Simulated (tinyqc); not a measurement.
# Worked calculation: frequency dispersion of an accumulation capacitance by border traps, distributed model

Computed by the program tinyqc: `OMP_NUM_THREADS=1 python tinyqc.py 2202009 2202010 out.jsonl`, one thread of a shared Intel Xeon 2.30GHz, about 0.5 s for the whole run. Printed values are rounded.

Traps spread evenly through the insulator exchange electrons with the semiconductor by tunnelling, with tau(x) = t0 exp(2 ka x) at depth x from the interface. The admittance per area Y seen at depth x obeys dY/dx = -Y^2/(i w eps0 eox) + q Nb ln(1 + i w tau)/tau, with Y(0) = i w Cs and w = 2 pi f; the gate sees Y(tox) = G + i w C. Working variable y = Y/(i w), in uF/cm^2. Cox = eps0 eox/tox.

Parameters, values chosen for the exercise; permittivity close to that of hafnium oxide: relative permittivity of the insulator eox = 18.5; insulator thickness tox = 6.6 nm; semiconductor capacitance in accumulation Cs = 0.51 uF/cm^2; density of border traps Nb = 2.1e19 cm^-3 eV^-1; decay constant of the wave function in the insulator ka = 6.2 1/nm; time constant of a trap at the interface t0 = 2e-11 s; frequency f = 1000 Hz; depth down to which the steps are taken xe = 1.7 nm.

Constants: q = 1.602176634e-19 C, eps0 = 8.8541878128e-14 F/cm where lengths are in cm. Results are converted to the units shown.

## Scales and lumped estimate

Cox; trap-free value 1/(1/Cox + 1/Cs); response depth d = ln(1/(w t0))/(2 ka), where w tau = 1; lumped estimate: all traps within d act as C_bt = q Nb d placed at d/2, so C = 1/{1/[1/(1/Cs + d/(2 eps0 eox)) + C_bt] + (tox - d/2)/(eps0 eox)}.

Cox = 2.48186 uF/cm^2
trap-free C = 0.423064 uF/cm^2
d = 1.28142 nm
C_bt = 0.431144 uF/cm^2
lumped C = 0.695542 uF/cm^2

The traps within reach amount to 0.845 Cs and lie in the first 19.4 % of the insulator.

## Midpoint steps through the active depth

In terms of y: dy/dx = -y^2/(eps0 eox) + s(x), s = q Nb ln(1 + z)/z, z = i w tau. 8 midpoint steps of h = xe/8: y_half = y + (h/2) y'(x, y), y(new) = y + h y'(x + h/2, y_half).

| point | x (nm) | s (uF/(cm^2 nm)) | y (uF/cm^2) |
|---|---|---|---|
| 0 | 0 | 0.336457+0.000000i | 0.510000+0.000000i |
| 1 | 0.2125 | 0.336457+0.000000i | 0.577657+0.000000i |
| 2 | 0.425 | 0.336457-0.000004i | 0.644307+0.000000i |
| 3 | 0.6375 | 0.336457-0.000057i | 0.709852-0.000003i |
| 4 | 0.85 | 0.336455-0.000799i | 0.774200-0.000049i |
| 5 | 1.06250 | 0.335966-0.011117i | 0.837261-0.000680i |
| 6 | 1.275 | 0.271667-0.112341i | 0.897569-0.009219i |
| 7 | 1.48750 | 0.039021-0.066853i | 0.913283-0.035220i |
| 8 | 1.7 | 0.002933-0.009727i | 0.904820-0.039987i |

## Capacitance and conductance at the gate

y at xe = 0.904820-0.039987i uF/cm^2

Beyond xe the traps are ignored, so 1/y(tox) = 1/y(xe) + (tox - xe)/(eps0 eox); C = Re y, G/w = -Im y, loss tangent G/(w C).

y at the gate = 0.712315-0.024764i uF/cm^2
C = 0.712315 uF/cm^2
G/w = 0.0247640 uF/cm^2
loss tangent = 0.0347656

A fine integration over the whole insulator gives C = 0.71356 and G/w = 0.02540 uF/cm^2; the coarse G/w is 2.5 % below that. The fine C is 69 % above the trap-free value, and the lumped estimate is 2.5 % below the fine result.
